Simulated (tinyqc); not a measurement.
Mobility of a non-polar semiconductor in the relaxation-time approximation: one step, computed by the program tinyqc. Command: `OMP_NUM_THREADS=1 python tinyqc.py 3007436 3007437 out.jsonl rta walk`. One thread of a shared host (Intel(R) Xeon(R) Processor @ 2.30GHz), about 0.01 s of CPU time with the checks.

Each valley is treated as a sphere of mass m_d for states and rates, with one isotropic relaxation time; the conductivity mass m_c sets the current.

Task: Rates at a few energies. Kane band: hbar^2 k^2/(2 m) = E (1 + alpha E), speed v = hbar k/(m (1 + 2 alpha E)), states per spin, volume and energy g(E) = m k (1 + 2 alpha E)/(2 pi^2 hbar^2); overlap factors are set to 1. Here m = m_d. Masses are multiplied by m_0 and all formulas are in SI units. Phonon occupation N_q = 1/(exp(hbar w/(k_B T)) - 1). Acoustic deformation potential (elastic, equipartition, absorption and emission together): 1/tau = 2 pi k_B T D_A^2 g(E)/(hbar rho v_l^2). Optical or intervalley deformation potential: 1/tau = (pi Z_f D_o^2/(rho w)) [N_q g(E + hbar w) + (N_q + 1) g(E - hbar w)], with g = 0 below the band edge. Each optical term is multiplied by (1 - f(E'))/(1 - f(E)), E' the final energy, for Pauli blocking. Singly charged impurities, momentum relaxation: 1/tau = N_I e^4 m (1 + 2 alpha E) Phi/(8 pi (eps_s eps_0)^2 hbar^3 k^3), with alpha = 0 for a parabolic band. Brooks-Herring: Phi = ln(1 + b) - b/(1 + b), b = 4 k^2 L_s^2. Neutral impurities (Erginsoy): 1/tau = 20 N_n a_B hbar/m, a_B = 4 pi eps_s eps_0 hbar^2/(m e^2).

Inputs (values chosen for the exercise, modelled on electrons in diamond):
```
quantity                                            value       unit
non-parabolicity alpha                                0.2       1/eV
static permittivity eps_s                             5.7          -
density rho                                          3515     kg/m^3
sound velocity v_l                                  18700        m/s
acoustic deformation potential D_A                    8.7         eV
phonon energy hbar w                                  141        meV
optical or intervalley deformation potential D_o      8.5  1e8 eV/cm
final valleys Z_f                                       5          -
temperature T                                         300          K
neutral impurity density N_n                      5.2e+16     1/cm^3
```

Band: Kane. Impurity formula: Brooks-Herring. Further scattering: neutral impurities.

reduced Fermi level eta = -1.667115

density-of-states mass m_d = 0.4920017 m_0

ionised impurity density N_I = 9.40e+18 1/cm^3

screening length L_s = 0.9590753 nm

Constants: k_B = 8.617333262e-05 eV/K; k_B = 1.380649e-23 J/K; e = 1.602176634e-19 C; hbar = 1.054571817e-34 J s; m_0 = 9.1093837015e-31 kg; hbar = 6.582119569e-16 eV s; eps_0 = 8.8541878128e-12 F/m.

Give: Rates (1e12/s) at E = (max(eta, 0) + 0.5, 1, 2, 4) k_B T.

Result:

Rates (1e12/s) at E = (max(eta, 0) + 0.5, 1, 2, 4) k_B T:
```
E (meV)  acoustic  optical  ionised impurity  neutral impurity
12.9       0.3275  0.05745             53.58            0.1500
25.9       0.4661  0.05776             48.35            0.1500
51.7       0.6676  0.06027             36.43            0.1500
103.4      0.9682  0.06803             23.24            0.1500
```
